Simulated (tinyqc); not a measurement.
p-n heterojunction, non-linear Poisson equation by Newton steps, Fermi-Dirac statistics: one step of the calculation.

One dimension, material 1 (p-type) at x < 0 and material 2 (n-type) at x > 0. Band edges: Ec = -psi in material 1 and -psi + dEc in material 2, Ev = Ec - Eg. Flat quasi-Fermi levels: 0 for holes, +V for electrons. n = Nc F((EFn - Ec)/Vt), p = Nv F((Ev - EFp)/Vt), with F(eta) = F_1/2(eta) = (2/sqrt(pi)) int_0^infinity sqrt(u) du/(1 + exp(u - eta)) (Fermi-Dirac statistics); full ionisation, no interface charge, classical densities; the doping types are chosen for the exercise.

Question. Offsets and end potentials. dEv = Ev1 - Ev2 = Eg2 - Eg1 - dEc. Neutrality of the majority carriers far from the junction: Nv1 F((-psi_L - Eg1)/Vt) = N1 and Nc2 F((V + psi_R - dEc)/Vt) = N2. Total bending psi_R - psi_L.

Inputs (values chosen for the exercise); band and dielectric values close to those of CdTe and CdS:
- T = 350 K (temperature)
- Eg1 = 1.48 eV (band gap of material 1)
- Nv1 = 2.31e19 cm^-3 (valence-band density of states of material 1)
- Eg2 = 2.44 eV (band gap of material 2)
- Nc2 = 2.75e18 cm^-3 (conduction-band density of states of material 2)
- dEc = -0.11 eV (conduction-band offset Ec2 - Ec1)
- N1 = 4e17 cm^-3 (acceptor density of material 1)
- N2 = 1.6e16 cm^-3 (donor density of material 2)
- V = 0 V (bias of side 1 against side 2)

Constants: q = 1.602176634e-19 C, kB = 1.380649e-23 J/K, Vt = kB T/q. Results are converted to the units shown.

Give: dEv; psi_L; psi_R; psi_R - psi_L.

Answer.

dEv = 1.070 eV
psi_L = -1.358 V
psi_R = -0.2652 V
psi_R - psi_L = 1.093 V

The alignment is staggered (type II): dEc and dEv have opposite signs.

Program tinyqc, `OMP_NUM_THREADS=1 python tinyqc.py 2040096 2040097 out.jsonl`; Intel Xeon 2.30GHz, shared host, one thread, about 0.2 s.
